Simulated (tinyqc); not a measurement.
Charge neutrality of a doped semiconductor with incomplete ionisation: one step, computed by the program tinyqc. Command: `OMP_NUM_THREADS=1 python tinyqc.py 3003954 3003955 out.jsonl dopant walk`. One thread of a shared host (Intel(R) Xeon(R) Processor @ 2.30GHz), about 0.02 s of CPU time with the checks.

Energies are counted from the top of the valence band; E_D is measured down from the conduction band and E_A up from the valence band.

Question. Densities at the solution. n = N_c exp((E_F - E_g)/k_B T), p = N_v exp(-E_F/k_B T). N_D+ = N_D/(1 + g_D exp((E_F - E_g + E_D)/k_B T)). N_A- = N_A/(1 + g_A exp((E_A - E_F)/k_B T)).

Inputs (values chosen for the exercise, modelled on silicon):
```
quantity                   value   unit
donor density N_D        6.5e+17  cm^-3
acceptor density N_A     1.9e+17  cm^-3
donor depth E_D           0.0465     eV
acceptor depth E_A        0.0451     eV
donor degeneracy g_D           2      -
acceptor degeneracy g_A        4      -
temperature T                 77      K
```

Doping: n-type, compensated. Statistics of the bands: Boltzmann.

Fermi level E_F (last iterate) = 1.120678 eV

gap E_g = 1.166112 eV

N_c = 3.881466e+18 cm^-3

N_v = 2.352395e+18 cm^-3

k_B T = 0.006635347 eV

Give: majority density n; minority density p; ionised share of the donors; distance of E_F from the majority band edge.

Answer.

majority density n = 4.12e+15 cm^-3

minority density p = 1.05e-55 cm^-3

ionised share of the donors = 0.299

distance of E_F from the majority band edge = 0.0454 eV
